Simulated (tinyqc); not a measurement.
From results back to parameters: dielectric confinement in a thin film (image charges). Three cases, with inputs chosen for the exercise.

Problem. The self-energy at the centre was computed from a hidden eh.

A film |z| < t/2 of dielectric constant eps between half-spaces of dielectric constant e2; lam = (eps - e2)/(eps + e2), q = e^2/(4 pi eps0). The self-energy of a band edge is taken with the high-frequency value, e2 = eh, and the field of a fixed ion with the static one, e2 = eo. A charge at z has images lam^|n| at n t + (-1)^n z. Its self-energy is S(z) = (q/2 eps) sum over n >= 1 of lam^n [1/(n t - 2z) + 1/(n t + 2z)] for odd n and 2 lam^n/(n t) for even n; at the centre S(0) = -(q/(eps t)) ln(1 - lam).

Constants: e^2/(4 pi eps0) = 14.39964547 eV angstrom.

Case 1.

Values chosen: t = 42 angstrom (film thickness); eps = 11.6 (dielectric constant of the film).
S(0) = 19.7383 meV

Case 2.

Values chosen: t = 18 angstrom (film thickness); eps = 16.3 (dielectric constant of the film).
S(0) = 44.7302 meV

Case 3.

Values chosen: t = 64 angstrom (film thickness); eps = 15.7 (dielectric constant of the film).
S(0) = 12.9146 meV

Find: lam; eh.

Solution. lam = 1 - exp(-S(0) eps t/q), and eh = eps (1 - lam)/(1 + lam).

Case 1.

lam = 0.4872
eh = 4.0

Case 2.

lam = 0.5980
eh = 4.1

Case 3.

lam = 0.5939
eh = 4.0

Computed by tinyqc, one run a case: `OMP_NUM_THREADS=1 python tinyqc.py N N+1 out.jsonl` with N = 1251227, 1251257, 1251304; one thread of a shared Intel(R) Xeon(R) Processor @ 2.30GHz, about 0.07 s a run at most.
